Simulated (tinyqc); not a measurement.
Polytypes by hexagonality, and a cubic inclusion as a quantum well: one step. The polarisation field. Four cases, with inputs chosen for the exercise.

Question. Give |F|, the drop |F| L, the bound charge |P|/e per cm^2 (e = 1.602176634e-19 C), and, as a first estimate, the shift -|F| L/2 of the transition for an electron centred in the layer and a hole in the host on the high side.

Gap: E3 + (E2 - E3) h. Valence top Ev2 h and polarisation P2 h, both counted from 3C; Ec = Ev + gap.

A cubic inclusion of width L = N d in the host (h = 1) is a well of depth V = Ec(host) - Ec(3C). Square well with mass mismatch: k tan(k L/2) = (m_w/m_b) q, k = sqrt(m_w E/c), q = sqrt(m_b (V - E)/c), c = hbar^2/2m0, lowest root. The depth of the level, V - E, is its binding, and the transition to the valence top of the host is gap(host) - (V - E). The step in polarisation gives a field |F| = |P|/(eps eps0) in a thin inclusion, eps0 = 8.8541878e-12 F/m.

Case 1.

Values chosen (of the order of those of GaAs; shifted at random, so the results belong to these values and not to a real crystal):
- E3 = 1.518 eV (gap of the cubic polytype)
- E2 = 1.517 eV (gap of 2H)
- Ev2 = 0.096 eV (valence top of 2H above that of 3C)
- P2 = 0.0018 C/m^2 (spontaneous polarisation of 2H)
- eps = 12.8 (dielectric constant)

L = 39.04800 angstrom

Case 2.

Values chosen (of the order of those of InP; shifted at random, so the results belong to these values and not to a real crystal):
- E3 = 1.407 eV (gap of the cubic polytype)
- E2 = 1.475 eV (gap of 2H)
- Ev2 = 0.039 eV (valence top of 2H above that of 3C)
- P2 = -0.0016 C/m^2 (spontaneous polarisation of 2H)
- eps = 12.6 (dielectric constant)

L = 20.34600 angstrom

Case 3.

Values chosen (of the order of those of GaN; shifted at random, so the results belong to these values and not to a real crystal):
- E3 = 3.304 eV (gap of the cubic polytype)
- E2 = 3.49 eV (gap of 2H)
- Ev2 = 0.064 eV (valence top of 2H above that of 3C)
- P2 = -0.0204 C/m^2 (spontaneous polarisation of 2H)
- eps = 9.6 (dielectric constant)

L = 10.34400 angstrom

Case 4.

Values chosen (of the order of those of InP; shifted at random, so the results belong to these values and not to a real crystal):
- E3 = 1.415 eV (gap of the cubic polytype)
- E2 = 1.491 eV (gap of 2H)
- Ev2 = 0.043 eV (valence top of 2H above that of 3C)
- P2 = -0.002 C/m^2 (spontaneous polarisation of 2H)
- eps = 12.3 (dielectric constant)

L = 20.34000 angstrom

Give: |F|; drop; bound charge; estimated shift.

Answer.

Case 1.

|F| = 0.159 MV/cm
drop = 62.0 meV
bound charge = 1.12e+12 cm^-2
estimated shift = -31.0 meV

The drop is 65 % of the well depth. The host edge on the low side sinks by 31 meV against the centre, less than the 33 meV by which the flat well binds.

Case 2.

|F| = 0.143 MV/cm
drop = 29.2 meV
bound charge = 9.99e+11 cm^-2
estimated shift = -14.6 meV

The drop is 27 % of the well depth. The host edge on the low side sinks by 15 meV against the centre, less than the 19 meV by which the flat well binds.

Case 3.

|F| = 2.400 MV/cm
drop = 248.3 meV
bound charge = 1.27e+13 cm^-2
estimated shift = -124.1 meV

The drop is 99 % of the well depth. The host edge on the low side sinks by 124 meV against the centre, more than the 62 meV by which the flat well binds, so the level may not survive the field and the estimate must be checked.

Case 4.

|F| = 0.184 MV/cm
drop = 37.4 meV
bound charge = 1.25e+12 cm^-2
estimated shift = -18.7 meV

The drop is 31 % of the well depth. The host edge on the low side sinks by 19 meV against the centre, less than the 23 meV by which the flat well binds.

Computed by tinyqc, one run a case: `OMP_NUM_THREADS=1 python tinyqc.py N N+1 out.jsonl` with N = 1850952, 1851043, 1851049, 1851069; one thread of a shared Intel(R) Xeon(R) Processor @ 2.30GHz, about 0.09 s a run at most.
